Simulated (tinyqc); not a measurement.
Inside a calculation: model-solid line-up of a strained alloy layer on a substrate. Values are carried at full precision from step to step, so a last printed digit may differ when a step is redone from the rounded ones.

All values of the alloy are linear in x but the gap, Eg(x) = (1 - x) Eg_A + x Eg_B - C x (1 - x), and the valence edge, Ev(x) = (1 - x) Ev_A + x Ev_B + fv C x (1 - x); Ec = Ev + Eg. Ev is the top of the unstrained valence band on a scale common to all materials. In the layer only the Gamma valley of the conduction band is followed, also where an X or L valley would lie lower.

Inputs chosen for the exercise (A near InP, B near GaP, substrate near GaAs; shifted at random, so the results belong to these values and not to a real crystal):
```
symbol  value           unit      meaning
a       (5.867, 5.459)  angstrom  lattice constant of A, B
Eg      (1.406, 2.871)  eV        gap at Gamma to the s-like level of A, B
Dso     (0.108, 0.081)  eV        spin-orbit splitting of A, B
Ev      (-0.94, -1.27)  eV        top of the unstrained valence band of A, B
ac      (-5.98, -8.21)  eV        conduction deformation potential of A, B
av      (0.61, 1.71)    eV        valence hydrostatic potential of A, B
b       (-1.99, -1.59)  eV        tetragonal shear potential of A, B
d       (-4.96, -4.66)  eV        trigonal shear potential of A, B
C11     (100.6, 138.6)  GPa       of A, B
C12     (55.7, 62.1)    GPa       of A, B
C44     (45.5, 70.2)    GPa       of A, B
C       0.684           eV        bowing of the gap
fv      0                         share of the bowing taken by the valence edge
x       0.78                      fraction of B
a_s     5.65            angstrom  substrate
face    111                       growth face
Eg_s    1.499           eV        lowest gap of the substrate
Ev_s    -0.81           eV        substrate valence edge
e14     -0.093          C/m^2     piezoelectric constant of the layer
eps     11.2                      dielectric constant
Lw      10              nm        thickness of the layer
```

## Values of the alloy

Interpolate.

Alloy at x (a in angstrom, C11, C12, C44 in GPa, all else in eV):
```
symbol,value
a,5.5488
Eg,2.4313
Dso,0.0869
Ev,-1.1974
ac,-7.7194
av,1.4680
b,-1.6780
d,-4.7260
C11,130.2400
C12,60.6920
C44,64.7660
```

## Strain on the (111) substrate

Coherent growth on a (111) face: e_par = (a_s - a)/a, e_perp = -(2 C11 + 4 C12 - 4 C44)/(C11 + 2 C12 + 4 C44) e_par; exx = eyy = ezz = (2 e_par + e_perp)/3 and exy = eyz = ezx = (e_perp - e_par)/3.

Use the values of the alloy.

e_par = 0.018246
e_perp = -0.008724

strain tensor in the cubic axes:
```
,x,y,z
x,0.009256,-0.008990,-0.008990
y,-0.008990,0.009256,-0.008990
z,-0.008990,-0.008990,0.009256
```

The layer is under tension in the plane; its volume changes by +2.777 %.

## Strained band edges

Strained edges: Ec + ac tr(e); the valence edges are Ev plus the levels of the 6 x 6 matrix of X, Y, Z times spin with -Dso/3 + l exx + m (eyy + ezz) on the diagonal (cyclic), n exy off it, l = av + 2 b, m = av - b, n = sqrt(3) d. Spin-orbit term (Dso/3) L.sigma on X, Y, Z with (L_k)_ij = -i epsilon_kij: <X+|H|Y+> = -i Dso/3, <X+|H|Z-> = Dso/3, <Y+|H|Z-> = -i Dso/3, <Z+|H|X-> = -Dso/3, <Z+|H|Y-> = i Dso/3, <X-|H|Y-> = i Dso/3, and their conjugates; + and - are the spin along z.

Give the hydrostatic shifts, the strain block and the edges.

ac tr(e), av tr(e) (eV): -0.2143  0.0408

strain block (eV):
```
,X,Y,Z
X,0.0408,0.0736,0.0736
Y,0.0736,0.0408,0.0736
Z,0.0736,0.0736,0.0408
```

Ec and the three valence edges from the top (eV): 1.0196  -1.0319  -1.2302  -1.2947

strained gap = 2.0515 eV

Strain moves the gap by -380 meV: -255 meV from the volume and -125 meV from the splitting of the valence edge, which always raises the top.

## Offsets against the substrate material

dEc = Ec(substrate) - Ec(layer), dEv = Ev(layer) - Ev(substrate); positive values confine the carrier in the layer. Type I: both of one sign; type II: opposite signs; type III: the gaps do not overlap.

Give also the smallest gap across the interface, min Ec - max Ev.

dEc = -0.3306 eV
dEv = -0.2219 eV

type: I

smallest gap = 1.4990 eV

Both carriers collect in the substrate material; the conduction band takes 60 % of the gap difference. Where the alloy is indirect its X or L edge, left out, lies lower and changes dEc.

## Piezoelectric polarisation

P_x = 2 e14 eyz and cyclic. The field along the normal n of the (111) face is -P.n/(eps eps0) in a layer between thick unstrained barriers, eps0 = 8.8541878e-12 F/m; 1 kV/cm = 1e5 V/m.

P (C/m^2): 0.001672  0.001672  0.001672

P.n = 0.002896 C/m^2
field along n = -292.1 kV/cm
potential drop across the layer = 292.1 mV

The drop of 292 meV tilts both band edges, pulls electrons and holes to opposite faces and lowers the transition; a (001) layer has no shear and no such field.

Program tinyqc; command `OMP_NUM_THREADS=1 python tinyqc.py 1080258 1080259 out.jsonl`; about 0.02 s on one thread of a shared Intel(R) Xeon(R) Processor @ 2.30GHz.
